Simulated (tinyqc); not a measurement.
Sp3 tight binding, zinc-blende lattice, step by step. Computed by tinyqc, a small Python program that keeps every step. Command: `OMP_NUM_THREADS=1 python tinyqc.py 31683 31684 out.jsonl` (the two numbers bound the seeds that draw the settings). One thread of a shared host (Intel(R) Xeon(R) Processor @ 2.60GHz), about 0.01 s of CPU time with the checks.

## Bloch Hamiltonian at k

Parameters chosen for this model: zinc-blende lattice, anion at 0, cation at a/4 (1,1,1); V = eta hbar^2 / (m d^2), hbar^2/m = 7.619964 eV angstrom^2:
```
parameter          value      unit
a               4.290000  angstrom
d               1.857624  angstrom
Es anion      -14.940000        eV
Ep anion       -7.030000        eV
Es cation     -14.940000        eV
Ep cation      -7.030000        eV
eta ss         -1.320000
eta sp          1.420000
eta pp sigma    2.220000
eta pp pi      -0.630000
V ss           -2.914815        eV
V sp            3.135634        eV
V pp sigma      4.902189        eV
V pp pi        -1.391162        eV
```

k point k (2 pi / a): 0.480000  -0.620000  0.200000

Slater-Koster rules over the four bonds with direction cosines (l, m, n): ss V_ss; s-px l V_sp; px-s -l V_sp; px-px l^2 V_pps + (1 - l^2) V_ppp; px-py l m (V_pps - V_ppp); each times exp(i k.d).

H(k) at k (eV), lower triangle (Hermitian):
```
                      a s                 a px                a py                 a pz
a s            -14.940000
a px             0.000000            -7.030000
a py             0.000000             0.000000           -7.030000
a pz             0.000000             0.000000            0.000000            -7.030000
c s   -4.543462+2.039879i  -1.349161+2.649935i  0.861016-4.152291i  -3.899261+0.916889i
c px   1.349161-2.649935i   1.101445-0.494516i  4.518332-1.062460i  -0.997716+4.811535i
c py  -0.861016+4.152291i   4.518332-1.062460i  1.101445-0.494516i   1.563362-3.070655i
c pz   3.899261-0.916889i  -0.997716+4.811535i  1.563362-3.070655i   1.101445-0.494516i

             c s       c px       c py       c pz
c s   -14.940000
c px    0.000000  -7.030000
c py    0.000000   0.000000  -7.030000
c pz    0.000000   0.000000   0.000000  -7.030000
```

## Levels at k

Diagonalise the Hermitian matrix.

eigenvalues (eV): -22.199406  -17.644981  -14.232524  -13.163400  -4.147274  -1.595928  -0.731915  1.655430

weights |c|^2 of the basis functions:
```
        band 1    band 2    band 3    band 4    band 5    band 6    band 7    band 8
a s   0.442322  0.189076  0.042662  0.003907  0.265888  0.031632  0.005545  0.018968
a px  0.015337  0.094539  0.100825  0.271872  0.012896  0.004007  0.325190  0.175334
a py  0.031104  0.089321  0.100191  0.209887  0.074550  0.299139  0.047002  0.148806
a pz  0.011236  0.127065  0.256322  0.014335  0.146667  0.165222  0.122262  0.156892
c s   0.442322  0.189076  0.042662  0.003907  0.265888  0.031632  0.005545  0.018968
c px  0.015337  0.094539  0.100825  0.271872  0.012896  0.004007  0.325190  0.175334
c py  0.031104  0.089321  0.100191  0.209887  0.074550  0.299139  0.047002  0.148806
c pz  0.011236  0.127065  0.256322  0.014335  0.146667  0.165222  0.122262  0.156892
```

## Bloch Hamiltonian at G

k point G (2 pi / a): 0  0  0

As before.

H(k) at G (eV), lower triangle:
```
             a s       a px       a py       a pz         c s       c px       c py       c pz
a s   -14.940000
a px    0.000000  -7.030000
a py    0.000000   0.000000  -7.030000
a pz    0.000000   0.000000   0.000000  -7.030000
c s   -11.659260   0.000000   0.000000   0.000000  -14.940000
c px    0.000000   2.826487   0.000000   0.000000    0.000000  -7.030000
c py    0.000000   0.000000   2.826487   0.000000    0.000000   0.000000  -7.030000
c pz    0.000000   0.000000   0.000000   2.826487    0.000000   0.000000   0.000000  -7.030000
```

## Levels at G

As before.

eigenvalues (eV): -26.599260  -9.856487  -9.856487  -9.856487  -4.203513  -4.203513  -4.203513  -3.280740

## Bands along a path

The same steps at evenly spaced points between the labelled ones.

Bands along the path (eV):
```
k             band 1      band 2      band 3      band 4     band 5     band 6     band 7     band 8
L         -22.520070  -18.291532  -12.638811  -12.638811  -4.826728  -1.421189  -1.421189   1.698330
L-G 0.33  -24.071789  -16.094971  -12.088787  -12.088787  -4.493786  -1.971213  -1.971213   0.720546
L-G 0.67  -25.902231  -12.351576  -10.752427  -10.752427  -3.880705  -3.307573  -3.307573  -1.805488
G         -26.599260   -9.856487   -9.856487   -9.856487  -4.203513  -4.203513  -4.203513  -3.280740
G-X 0.33  -25.659201  -11.887423  -11.887423  -11.459189  -3.960204  -2.861406  -2.172577  -2.172577
G-X 0.67  -23.028395  -15.056940  -14.433081  -14.433081  -3.357991  -2.496674   0.373081   0.373081
X         -19.236087  -19.236087  -15.421134  -15.421134  -2.733913  -2.733913   1.361134   1.361134
X-W 0.33  -19.236087  -19.236087  -15.421134  -15.421134  -2.733913  -2.733913   1.361134   1.361134
X-W 0.67  -19.236087  -19.236087  -15.421134  -15.421134  -2.733913  -2.733913   1.361134   1.361134
W         -19.236087  -19.236087  -15.421134  -15.421134  -2.733913  -2.733913   1.361134   1.361134
```

With 4 band(s) filled, the highest filled level on these points lies at G and the lowest empty one at L: a gap of 5.0298 eV, indirect.
